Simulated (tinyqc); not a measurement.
Type-II superlattice in the two-band Kane model, step by step. Values are carried at full precision from step to step, so a last printed digit may differ when a step is redone from the rounded ones.

Motion along the axis, period d = a + b, c = hbar^2/2m0. Conduction and light-hole bands couple: (E - Ec)(E - Ev) = Ep c k^2 in each layer, with mass m(E) = (E - Ev)/Ep, which may be negative. The conduction envelope psi and psi'/m(E) are continuous; a layer carries them by [[cos kt, (m/k) sin kt], [-(k/m) sin kt, cos kt]] (cosh and sinh for k^2 < 0), and cos(q d) = tr(M_B M_A)/2. C1 is the first miniband above EvB, with its bottom at tr/2 = +1 and its top at -1; the gap is the bottom of C1 less the top heavy-hole level HH1.

Constants: hbar^2/2m0 = 3.80998211 eV angstrom^2; hc = 1239.841984 eV nm.

Parameters, chosen for this exercise (near those of an InAs/GaSb superlattice; the results hold for these values, not for the real material):
```
symbol  value   unit      meaning
a       39      angstrom  layer A
b       24      angstrom  layer B
EcA     0       eV        conduction edge of A
EvA     -0.412  eV        valence edge of A
EcB     0.928   eV        conduction edge of B
EvB     0.119   eV        valence edge of B
EpA     14.1    eV        coupling energy in A
EpB     18.3    eV        coupling energy in B
E       0.378   eV        trial energy
mhA     0.33    m0        heavy hole in A
mhB     0.27    m0        heavy hole in B
```

## Wave numbers and masses at one energy

Give k^2 and m(E) in both layers.

Layers:
```
layer,k^2 (1/angstrom^2),m(E) (m0)
A,0.0055587,0.05603
B,-0.0020431,0.01415
```

In B the decay constant is 0.0452 1/angstrom; across the gap of B it peaks at mid-gap, at 0.0484, and vanishes at both edges.

## Transfer matrices

Form M_A, M_B and half the trace of their product.

M_A (angstrom units):
```
,1,2
1,-0.97278,0.17415
2,-0.30838,-0.97278
```

M_B (angstrom units):
```
,1,2
1,1.6484,0.41033
2,4.1852,1.6484
```

tr/2 = -1.3024

E lies in a gap of the coupled bands.

## Edges and effective gap

Heavy holes are uncoupled: with e = EvB - E, p = sqrt(mhB e/c), w = sqrt(mhA (EvB - EvA - e)/c), the top level HH1 at q = 0 solves (p/mhB) tan(p b/2) = (w/mhA) tanh(w a/2).

C1 is the first miniband above EvB: bottom at tr/2 = +1, top at -1. The gap is its bottom less HH1; cut-off wavelength hc/gap.

bottom of C1 = 0.2402 eV
top of C1 = 0.3547 eV
HH1 = 0.0095 eV
gap = 0.2307 eV
cut-off = 5.37 micrometre

The bulk edges overlap by 119 meV; confinement lifts the electrons by 240 meV and lowers the holes by 110 meV, which opens the gap. It is 0.56 of the smaller bulk gap.

## Electron mass along the axis

m_z = -2 c f'/d^2 with f = tr/2 differentiated at the bottom of C1 (central difference of 1e-6 eV); compare the bulk edge mass (EcA - EvA)/EpA.

f' = -18.94 1/eV
m_z = 0.0364 m0
bulk edge mass of A = 0.0292 m0

## Checks

- Bottom of C1 from the two-band matrix on a staggered grid of 0.5 angstrom against the transfer matrix, eV: both 0.240.

tinyqc: `OMP_NUM_THREADS=1 python tinyqc.py 1251109 1251110 out.jsonl`; about 0.03 s, one thread, shared Intel(R) Xeon(R) Processor @ 2.30GHz.
